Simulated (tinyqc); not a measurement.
Ellipsometry and reflectance of a transparent film on an absorbing substrate: one step of the calculation.

Air (index 1), film, substrate with N2 = n2 - i k2; time factor exp(+i w t). q_j = sqrt(N_j^2 - sin^2 th), root with positive real part. Fresnel coefficients r_s = (q_a - q_b)/(q_a + q_b), r_p = (N_b^2 q_a - N_a^2 q_b)/(N_b^2 q_a + N_a^2 q_b). tan(Psi) exp(i Delta) = R_p/R_s, Delta taken from 0 to 360 degrees.

Problem. Interface coefficients and thickness period. q0, q1, q2 and the coefficients r01 and r12 for p and s; the results repeat in d with the period lam/(2 q1).

Values chosen for this exercise; indices close to those of photoresist on silicon:
- lam = 800 nm (wavelength)
- th = 75 degrees (angle of incidence)
- n1 = 1.628 (index of the transparent film)
- n2 = 3.692 (index of the substrate)
- k2 = 0.0065 (extinction coefficient of the substrate)

Find: q0; q1; q2; r01,p; r01,s; r12,p; r12,s; period.

Solution.

q0 = 0.2588
q1 = 1.310
q2 = 3.563-0.007i
r01,p = -0.3128
r01,s = -0.6701
r12,p = 0.3083-0.0007i
r12,s = -0.4622+0.0007i
period = 305.2 nm

Numbers from tinyqc (`OMP_NUM_THREADS=1 python tinyqc.py 2870205 2870206 out.jsonl`; about 0.2 s on one thread of a shared Intel Xeon 2.30GHz).
